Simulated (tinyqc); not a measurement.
Inside a calculation. Method: Hubbard chain of 4 sites. Computed by tinyqc, a small Python program that keeps every step. Settings: hopping = 0.85, U = 2.4, mixing = 0.2, iteration cap = 68. Command: `OMP_NUM_THREADS=1 python tinyqc.py 31374 31375 out.jsonl` (the two numbers bound the seeds that draw the settings). One thread of a shared host (Intel(R) Xeon(R) Processor @ 2.60GHz), about 0.1 s of CPU time with the checks.

one-body matrix (hopping and site energies) (eV):
```
         1        2        3        4
1   0.0000  -0.8500   0.0000   0.0000
2  -0.8500   0.0000  -0.8500   0.0000
3   0.0000  -0.8500   0.0000  -0.8500
4   0.0000   0.0000  -0.8500   0.0000
```

U = 2.4000 eV

electrons, up and down: 1  1

n(up) at the start (a guess, not normalised): 1 0.7000, 2 0.0000, 3 0.7000, 4 0.0000

n(down) at the start (a guess): 1 0.0000, 2 0.7000, 3 0.0000, 4 0.7000

Each step fills the lowest levels of T + U n(other spin) and sets n(new) = n + mixing (n(out) - n); stop when output and input agree to 1e-8.

Course of the cycle:

| iteration | E (eV) | largest \|n(out) - n(in)\| | mean \|n_up - n_down\| |
|---|---|---|---|
| 1 | -1.823063 | 4.90e-01 | 0.2606 |
| 2 | -1.875666 | 3.85e-01 | 0.2384 |
| 3 | -1.917138 | 3.07e-01 | 0.2169 |
| 4 | -1.949927 | 2.48e-01 | 0.1964 |
| 5 | -1.975974 | 2.03e-01 | 0.1770 |
| 6 | -1.996779 | 1.69e-01 | 0.1589 |
| 7 | -2.013498 | 1.43e-01 | 0.1422 |
| 8 | -2.027027 | 1.22e-01 | 0.1268 |
| 9 | -2.038069 | 1.06e-01 | 0.1127 |
| 10 | -2.047176 | 9.30e-02 | 0.0998 |
| 11 | -2.054787 | 8.26e-02 | 0.1029 |
| ... | ... | ... | ... |
| 58 | -2.124032 | 1.99e-03 | 0.3353 |
| 59 | -2.124037 | 1.79e-03 | 0.3356 |
| 60 | -2.124040 | 1.62e-03 | 0.3359 |
| 61 | -2.124043 | 1.46e-03 | 0.3361 |
| 62 | -2.124045 | 1.32e-03 | 0.3363 |
| 63 | -2.124047 | 1.19e-03 | 0.3365 |
| 64 | -2.124048 | 1.07e-03 | 0.3367 |
| 65 | -2.124049 | 9.67e-04 | 0.3368 |
| 66 | -2.124050 | 8.72e-04 | 0.3370 |
| 67 | -2.124051 | 7.86e-04 | 0.3371 |
| 68 | -2.124052 | 7.09e-04 | 0.3372 |

Can the last value be used, and what does the course show?

Not by the stop rule, although the second column moves by less than 1e-05 over the last three steps. Not converged within 68 iterations: the residual falls steadily but slowly, by a factor of about 0.90 a step. The lowest mean-field energy found from random starts is -2.12405 eV. Reruns (cap 100 unless said): mixing 0.5: converged in 66 (E = -2.12405); mixing 0.9: converged in 33 (E = -2.12405); the original settings with a cap of 400: converged in 176 (E = -2.12405).
